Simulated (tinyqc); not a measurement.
Worked calculation: six-band hole subbands of a thin body in a field. Values are carried at full precision from step to step, so a last printed digit may differ when a step is redone from the rounded ones.

Constants: hbar^2/2m0 = 3.80998211 eV angstrom^2.

Values chosen for the exercise (near those of a p-type Si channel; the results hold for these values, not for the real material):
- S = (7.62, -2.14, 12.4) 1/TPa (compliances s11, s12, s44)
- sx = -2 GPa (stress along the channel [1-10], negative in compression)
- b = -2.12 eV (tetragonal potential)
- d = -4.77 eV (trigonal potential)
- g1 = 4.28 (Luttinger gamma1)
- g2 = 0.34 (gamma2)
- g3 = 1.45 (gamma3)
- face = 110 (surface)
- Dso = 0.044 eV (spin-orbit splitting)
- t = 75 angstrom (body thickness)
- F = 0.5 MV/cm (field across the body)
- kmax = 0.08 1/angstrom (end of the path)

## Strain and its block

exx = eyy = (s11 + s12) sx/2, ezz = s12 sx, exy = -s44 sx/4 (1 GPa/TPa = 1e-3). With e0 the traceless part, B_XX = 2b e0xx - b (e0yy + e0zz) and B_XY = sqrt(3) d exy.

strain, lower triangle:
```
           x          y         z
x  -0.005480
y   0.006200  -0.005480
z          0          0  0.004280
```

B (eV), lower triangle:
```
          X        Y         Z
X   0.02069
Y  -0.05122  0.02069
Z         0        0  -0.04138
```

## Confinement masses without spin-orbit coupling

C(n n^T)/c has C_XX = (g1 + 4 g2) nx^2 + (g1 - 2 g2)(ny^2 + nz^2) and C_XY = 6 g3 nx ny, n the unit normal; its eigenvalues are the inverse masses along n.

C(n n^T)/c, lower triangle:
```
        X       Y       Z
X  4.6200
Y  4.3500  4.6200
Z       0       0  3.6000
```

masses (m0): 3.7037  0.2778  0.1115

The heaviest mass, 3.70, comes from a near cancellation among the gammas, so a few per cent in them move it strongly.

## The matrix for one sine at q = 0

Basis X, Y, Z times spin, hole energies counted downwards from the unstrained edge (the hydrostatic shift is left out), c = hbar^2/2m0. For a symmetric tensor T let C(T) have C_XX = L Txx + M (Tyy + Tzz), C_XY = N Txy (cyclic), L = c (g1 + 4 g2), M = c (g1 - 2 g2), N = 6 c g3. k = q + kz n, n the unit normal, q = k1 u + k2 v with u along the channel [1-10] and v = n x u. H = C(k k^T) + (Dso/3)(1 - L.sigma) - B + e F z with (L_k)_ij = -i epsilon_kij; B is the block C built from the traceless strain with 2b, -b and sqrt(3) d in place of L, M, N. Strain: exx = eyy = (s11 + s12) sx/2, ezz = s12 sx, exy = -s44 sx/4. Hard walls at z = 0 and t; basis sin(j pi z/t), j = 1 to Nz: kz^2 = (j pi/t)^2, kz = -i D with D_jl = 4 j l/(t (j^2 - l^2)), z_jj = t/2 and z_jl = -8 t j l/(pi (j^2 - l^2))^2 for j + l odd; 1 MV/cm = 0.01 eV/angstrom.

Nz = 1, in meV.

H (meV), lower triangle (Hermitian):
```
              X+       Y+      Z+            X-      Y-      Z-
X+        212.36
Y+  80.30-14.67i   212.36
Z+             0        0  267.61
X-             0        0   14.67        212.36
Y-             0        0  14.67i  80.30+14.67i  212.36
Z-        -14.67  -14.67i       0             0       0  267.61
```

## Its levels

Diagonalise; the levels come in pairs. Give each pair and its weights on X, Y, Z, summed over spin and averaged over the pair.

levels (meV): 129.44  261.22  301.68

weights:
```
   pair 1  pair 2  pair 3
X   0.495   0.099   0.406
Y   0.495   0.099   0.406
Z   0.009   0.802   0.189
```

## More sines

The four lowest pairs at q = 0.

Hole energies (meV):

| Nz | pair 1 | pair 2 | pair 3 | pair 4 |
|---|---|---|---|---|
| 1 | 129.44 | 261.22 | 301.68 | - |
| 2 | 65.08 | 200.03 | 223.43 | 276.32 |
| 4 | 23.52 | 102.86 | 181.47 | 216.76 |
| 8 | 11.09 | 64.15 | 110.02 | 153.66 |
| 16 | 10.70 | 62.38 | 104.76 | 142.20 |

One sine is 118.74 meV off in the top subband, since the field mixes the sines. The second pair lies 51.7 meV deeper.

## Dispersion of the top subband

Nz = 14; the two lowest levels (spin-split where the field breaks inversion), in meV from their value at q = 0.

Energies (meV):

| \|q\| (1/angstrom) | u a | u b | v a | v b |
|---|---|---|---|---|
| 0.020 | 12.99 | 13.74 | 5.46 | 5.50 |
| 0.040 | 52.43 | 54.18 | 21.87 | 21.97 |
| 0.060 | 117.31 | 120.84 | 49.24 | 49.41 |
| 0.080 | 201.11 | 209.19 | 87.54 | 87.80 |

From the mean of each pair in the first row, c q^2/E gives 0.11 m0 along u and 0.28 m0 along v. The largest distance between a and b in the table is 8.08 meV.

## Checks

- Top level at q = 0 on (001) without field and stress against c (g1 - 2 g2)(pi/t)^2, eV: both 0.02407.
- Hermiticity, and E(q) against E(-q): they agree to 1e-10 or better.

tinyqc: `OMP_NUM_THREADS=1 python tinyqc.py 1251305 1251306 out.jsonl`; about 0.3 s, one thread, shared Intel(R) Xeon(R) Processor @ 2.30GHz.
